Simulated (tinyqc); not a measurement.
Inside a calculation. Model: velocity overshoot from momentum and energy balance equations after a field step. Computed by tinyqc, a small Python program that keeps every step. Command: `OMP_NUM_THREADS=1 python tinyqc.py 3006691 3006692 out.jsonl overshoot walk`. One thread of a shared host (Intel(R) Xeon(R) Processor @ 2.30GHz), about 0.03 s of CPU time with the checks. Intermediate numbers are printed to about 6 digits and carried at full precision; extremes and crossings named in words are read from the listed rows.

At t = 0 the field jumps from 0 to F in a uniform sample. v is the drift velocity and u = w - (3/2) k_B T the excess energy per carrier.

Inputs (values chosen for the exercise, modelled on electrons in silicon except for tau_E): effective mass m = 0.25 m_0; low-field mobility mu_0 = 1500 cm^2/(V s); saturation velocity v_s = 0.97 1e7 cm/s; energy relaxation time tau_E = 0.3 ps; field after the step F = 74 kV/cm; lattice temperature T = 300 K; time step dt = 1.1 fs.

Scheme: implicit in the damping.

Constants: m_0 = 9.1093837015e-31 kg; e = 1.602176634e-19 C; k_B = 8.617333262e-05 eV/K.

## Constants and steady state

dv/dt = e F/m - v/tau_m(u), du/dt = e F v - u/tau_E, tau_m(u) = tau_0/(1 + c u), tau_0 = m mu_0/e, c = mu_0/(e tau_E v_s^2); this choice gives the steady state v (1 + mu_0 F v/v_s^2) = mu_0 F, which saturates at v_s. Steady velocity v = 2 mu_0 F/(1 + sqrt(1 + 4 (mu_0 F/v_s)^2)); u = e F v tau_E; carrier temperature T + 2u/(3 k_B), neglecting the drift energy m v^2/2.

tau_0 = 213.211 fs

c = 53.1406 1/eV

acceleration e F/m = 0.0520611 1e7 cm/s per fs

steady velocity = 0.928543 1e7 cm/s

steady excess energy = 0.206136 eV

steady carrier temperature = 1894.74 K

tau_E/tau_0 = 1.41, and in the steady state tau_m has shrunk to 17.8 fs.

## First four steps

dv/dt = e F/m - v/tau_m(u), du/dt = e F v - u/tau_E, tau_m(u) = tau_0/(1 + c u), tau_0 = m mu_0/e, c = mu_0/(e tau_E v_s^2); this choice gives the steady state v (1 + mu_0 F v/v_s^2) = mu_0 F, which saturates at v_s. Step: v_new = (v + dt e F/m)/(1 + dt/tau_m(u)), u_new = (u + dt e F v_new)/(1 + dt/tau_E). Start v = u = 0; the distance adds dt (v + v_new)/2.

Steps:
```
step  t (fs)  v (1e7 cm/s)       u (eV)  tau_m (fs)
1        1.1      0.056973  4.62068e-05     212.689
2        2.2      0.113653  1.38213e-04     211.657
3        3.3      0.170036  2.75612e-04     210.133
4        4.4      0.226120  4.57994e-04     208.145
```

## The whole transient

Run to 8 times the larger of tau_E and tau_0, but at most 20001 steps, and stop early if |v| > 1000 v_s or u < -1/(2c); the run is accepted if the last v is within 0.5 % of the steady value.

Selected steps, the peak among them:
```
step       t (fs)  v (1e7 cm/s)       u (eV)  distance (nm)
1     1.10000e+00       0.05697  4.62068e-05    3.13353e-03
3     3.30000e+00       0.17004  2.75612e-04    2.81208e-02
5     5.50000e+00       0.28190  6.84947e-04    7.78503e-02
10    1.10000e+01       0.55585  2.47340e-03    3.08608e-01
19    2.09000e+01       1.02303  8.29069e-03    1.09330e+00
34    3.74000e+01       1.68389  2.43754e-02    3.35155e+00
62    6.82000e+01       2.27294  6.68148e-02    9.68731e+00
66    7.26000e+01       2.28191  7.31994e-02    1.06899e+01
113   1.24300e+02       1.72838  1.33309e-01    2.13278e+01
204   2.24400e+02       1.10671  1.77540e-01    3.45741e+01
370   4.07000e+02       0.96633  1.98562e-01    5.30974e+01
668   7.34800e+02       0.93232  2.05343e-01    8.40130e+01
1207  1.32770e+03       0.92861  2.06123e-01    1.39121e+02
2182  2.40020e+03       0.92854  2.06136e-01    2.38708e+02
```

peak velocity = 2.28191 1e7 cm/s

time of the peak = 72.6 fs

distance at the peak = 10.6899 nm

last relative deviation from the steady velocity = 4.76933e-08

peak over steady velocity = 2.45751

The velocity overshoots to 2.46 times its steady value: momentum follows the field within tau_m while the energy, and with it the scattering rate, builds up over tau_E. A channel shorter than a few times 11 nm would see this.

## Error of the time step

The peak velocity is recomputed with dt/2 and dt/4 and by an adaptive Runge-Kutta method (tolerance 1e-9).

Peak velocity:
```
step      v_peak (1e7 cm/s)  error (%)
dt                  2.28191  -0.121270
dt/2                2.28327  -0.061809
dt/4                2.28396  -0.031211
adaptive            2.28468   0.000000
```

The implicit scheme puts the peak 0.12 % too low; halving dt divides the error by 1.96, as a first-order method should.

Checks made by the program: peak at dt/4 against the adaptive solution (relative difference 3e-04).
